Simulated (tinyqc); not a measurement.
# Floating body of a partially depleted SOI transistor: body voltage and kink: effects of single changes

Source at 0 V. Channel current Ic = 2 nf K Vt^2 [F(0) - F(Vd)](1 + la Vd), F(V) = ln^2(1 + exp((Vg - VT - nf V)/(2 nf Vt))), VT = VT0 - gb Vb. Saturation voltage Vs = 2 Vt sqrt(F(0)) + 3 Vt, excess Ve = (Vd - Vs + sqrt((Vd - Vs)^2 + 0.0004 V^2))/2, multiplication M1 = Ai Ve exp(-Bl/Ve). Each junction passes D(v) = J1 (exp(v/Vt) - 1) + J2 (exp(v/(2 Vt)) - 1). Bipolar current Ib = bb J1 (exp(Vb/Vt) - 1). The body settles where M1 (Ic + Ib) = D(Vb) + D(Vb - Vd) + Vb/Rb; drain current Id = (1 + M1)(Ic + Ib) - D(Vb - Vd).

Values chosen for this exercise; values of the order met in partially depleted silicon-on-insulator transistors:
- T = 358 K (temperature)
- VT0 = 0.42 V (threshold at zero body voltage)
- gb = 0.24 (fall of the threshold per volt of body voltage)
- nf = 1.43 (slope factor)
- K = 140 uA/(V^2 um) (gain factor per width)
- la = 0.08 1/V (channel-length modulation factor)
- Ai = 2.41 1/V (impact-ionisation prefactor)
- Bl = 8.9 V (impact-ionisation voltage)
- J1 = 1.6e-10 uA/um (diffusion saturation current of each junction)
- J2 = 1.5e-7 uA/um (recombination saturation current of each junction)
- bb = 0.5 (gain of the lateral bipolar transistor on the diffusion current)
- Rb = 1e6 kohm um (resistance of a weak body tie to the source (1e9 stands for no tie, and the term is then dropped))
- Vg = 0.92 V (gate voltage)
- Vd = 1.6 V (drain voltage)

Constants: q = 1.602176634e-19 C, kB = 1.380649e-23 J/K, Vt = kB T/q. Results are converted to the units shown.

Each table varies one quantity; the others keep the values above.

## Output curve and kink

Rows with more than one solution for Vb (latch) are left out; dId/dVd by a forward difference over 1e-4 V, swing = 1e-4 V over the change of log10 Id; M1 under 1e-12 is printed as 0.

Output curve and kink:
```
Vd (V)    Vb (V)        M1  Id, floating (uA/um)  Id, grounded (uA/um)  ratio  dId/dVd, floating (uS/um)  dId/dVd, grounded (uS/um)
1       0.002216  1.562e-7                 13.26                 13.23  1.002                      1.775                     0.9803
1.2       0.1446  9.506e-6                 15.35                 13.43  1.143                      28.18                     0.9835
1.4       0.4789  8.324e-5                 20.59                 13.63  1.511                      10.84                      1.012
1.6       0.5580  5.984e-4                 22.21                 13.84  1.605                      6.659                      1.114
1.8       0.6068  0.002533                 23.43                 14.08  1.664                      5.768                      1.348
2         0.6427  0.007545                 24.58                 14.39  1.708                      5.843                      1.751
2.2       0.6706   0.01774                 25.82                 14.80  1.745                      6.688                      2.338
```

Read the table: what changes, and by how much?

Vb rises from 0.00222 to 0.671 V and the ratio of the currents rises from 1.00 to 1.75. The output conductance with a floating body exceeds the grounded value by the largest factor among the rows, 28.7, at Vd = 1.2 V, where Vb = 0.145 V and M1 = 9.51e-6.

## Transfer curve and swing

Same model as above.

Results:
columns A: Vg (V); B: Vb (V); C: M1; D: Id, floating (uA/um); E: Id, grounded (uA/um); F: ratio; G: swing, floating (mV/decade); H: swing, grounded (mV/decade)
```
A             B         C         D         E      F      G      H
-0.03  3.068e-4  0.009898  1.621e-5  1.618e-5  1.002  102.8  102.8
0.07   0.001651  0.009863  1.542e-4  1.529e-4  1.009  101.8  102.6
0.27     0.4344  0.008669   0.09472   0.01221  7.755  87.31  110.4
0.37     0.5180  0.006949    0.6254   0.08758  7.141  157.6  126.2
0.47     0.5496  0.005063     2.060    0.4471  4.608  238.4  162.0
0.57     0.5640  0.003446     4.627     1.508  3.068  339.3  224.8
0.67     0.5691  0.002229     8.325     3.606  2.309  451.4  311.6
0.77     0.5681  0.001373     13.11     6.846  1.914  568.8  413.4
```

Estimate the missing row, Vg = 0.17 V.

Computed row:
columns A: Vg (V); B: Vb (V); C: M1; D: Id, floating (uA/um); E: Id, grounded (uA/um); F: ratio; G: swing, floating (mV/decade); H: swing, grounded (mV/decade)
```
A           B         C         D         E      F      G      H
0.17  0.01492  0.009750  0.001534  0.001418  1.082  96.55  104.5
```

With this row back in the table: Vb rises from 3.07e-4 to 0.568 V. The smallest swing among the rows is 87.3 mV a decade with a floating body (at Vg = 0.27 V) and 103 with a grounded one; Vt ln 10 = 71.0. The floating swing is smaller by more than 3 % for Vg = 0.17, 0.27 V, where the rising Vb lowers the threshold as Vg rises. In the first row the floating body raises the current by a factor of 1.00.

Range of the model: The multiplication law is an empirical form chosen for the exercise; self-heating and capacitive coupling to the body are left out, and the linear laws are rough once Vb passes about 0.7 V or M1 about 0.1.

tinyqc, about 0.2 s, one thread, Intel Xeon 2.30GHz (shared host): `OMP_NUM_THREADS=1 python tinyqc.py 2182133 2182134 out.jsonl`
